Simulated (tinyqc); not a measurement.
Plasmons of a degenerate electron gas in the random-phase approximation: one step. The plasmon at one wave vector.

Zero temperature, parabolic band: kF = (3 pi^2 n)^(1/3), EF = c kF^2/m, Ep^2 = 8 pi c e2 n/(m eb), qTF^2 = 6 pi e2 n/(eb EF), c = hbar^2/2m0, e2 = e^2/(4 pi eps0), n in 1/angstrom^3 (1e-24 per 1/cm^3).

Lindhard function: eps(q, E)/eb = 1 + (qTF/q)^2 (f1 + i f2) with z = q/(2 kF), u = E/(hbar vF q), hbar vF = 2 c kF/m; f1 = 1/2 + [h(z - u) + h(z + u)]/(8 z), h(x) = (1 - x^2) ln|(x + 1)/(x - 1)|; f2 = pi u/2 for z + u < 1, (pi/(8 z))(1 - (z - u)^2) for |z - u| < 1 < z + u, else 0. Pairs exist for c (q^2 - 2 q kF)/m < E < c (q^2 + 2 q kF)/m.

Constants: hbar^2/2m0 = 3.80998211 eV angstrom^2; e^2/(4 pi eps0) = 14.39964547 eV angstrom.

Inputs chosen for the exercise (a free-electron density near that of K; the results hold for these values, not for the real material): n = 1.42e+22 1/cm^3 (electron density); m = 1 m0 (mass); eb = 1 (background dielectric constant); qp = 0.493 1/angstrom (wave vector of the plasmon).

Problem. Solve f1 (qTF/q)^2 = -1 above the continuum, and compare with E^2 = Ep^2 + (3/5)(hbar vF q)^2 + (c q^2/m)^2.

Give: top of the continuum; plasmon energy; short formula.

Solution.

top of the continuum = 3.740 eV
plasmon energy = 5.072 eV
short formula = 5.019 eV

The plasmon lies 1.331 eV above the continuum and 14.6 % above Ep; the short formula errs by -1.04 %.

Computed by tinyqc, a small Python program: `OMP_NUM_THREADS=1 python tinyqc.py 1682761 1682762 out.jsonl` (the numbers bound the seed that draws the inputs); one thread of a shared host (Intel(R) Xeon(R) Processor @ 2.30GHz), about 0.01 s for the whole set of steps.
